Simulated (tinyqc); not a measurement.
Resistance of a tapered via with liner, size effect and interface: two steps of the calculation.

A round via whose diameter grows from db at the bottom as D(z) = db + 2 z/tan(ang). The fill, of diameter D - 2 tl, starts above the bottom liner (thickness fb tl) and has rho = rho0 (1 + ks lam/(D - 2 tl)); the sidewall liner conducts in parallel with it. The bottom liner and the interface are crossed over the full area pi db^2/4. Spreading in the lines above and below is left out.

Inputs (values chosen for the exercise); fill metal close to molybdenum:
- db = 40 nm (diameter at the bottom)
- hv = 130 nm (height)
- ang = 87 degrees (sidewall angle)
- rho0 = 5.42 uohm cm (bulk resistivity of the fill)
- lam = 11.4 nm (mean free path of the fill)
- ks = 0.6 (size-effect factor)
- tl = 0.4 nm (liner on the sidewall)
- fb = 0.5 (liner at the bottom over that on the sidewall)
- rl = 180 uohm cm (resistivity of the liner)
- ri = 5.1e-12 ohm cm^2 (interface resistivity at the bottom)
- Sb = 1.3e15 S/m^2 (ballistic conductance per area, about 3/(4 rho0 lam))

Task 1. Slices of the via. Slices between z0 = fb tl and hv, evaluated at their midpoints: conductance per length pi/4 [(D - 2 tl)^2/rho + (D^2 - (D - 2 tl)^2)/rl], slice resistance = slice height over that. 6 slices.

Find: z; D; rho; slice resistance.

Result 1.

```
slice  z (nm)  D (nm)  rho (uohm cm)  slice resistance (ohm)
0       11.02   41.15          6.339                   1.071
1       32.65   43.42          6.290                  0.9524
2       54.28   45.69          6.246                  0.8527
3       75.92   47.96          6.206                  0.7678
4       97.55   50.22          6.170                  0.6949
5       119.2   52.49          6.137                  0.6320
```

Task 2. Total resistance. R_fill = sum of the slices; R_bottom = rl fb tl/(pi db^2/4); R_interface = ri/(pi db^2/4); ballistic (Sharvin) limit 1/(Sb pi (db - 2 tl)^2/4); ideal cylinder rho0 hv/(pi db^2/4).

slice resistance, slice 0 to 5 (ohm): [1.0706101, 0.95240887, 0.85268837, 0.76779815, 0.69494446, 0.63196033]

Wanted: parts; R; shares; ballistic limit; ideal cylinder.

Result 2.

parts (ohm): fill 4.970, bottom liner 0.2865, interface 0.4058
R = 5.663 ohm
shares (%): fill 87.77, bottom liner 5.06, interface 7.17
ballistic limit = 0.6374 ohm
ideal cylinder = 5.607 ohm

The fill is the largest part, and R is 1.01 times the ideal cylinder. With 2000 slices R = 5.6663 ohm.

Numbers from tinyqc (`OMP_NUM_THREADS=1 python tinyqc.py 2750035 2750036 out.jsonl`; about 0.01 s on one thread of a shared Intel Xeon 2.30GHz).
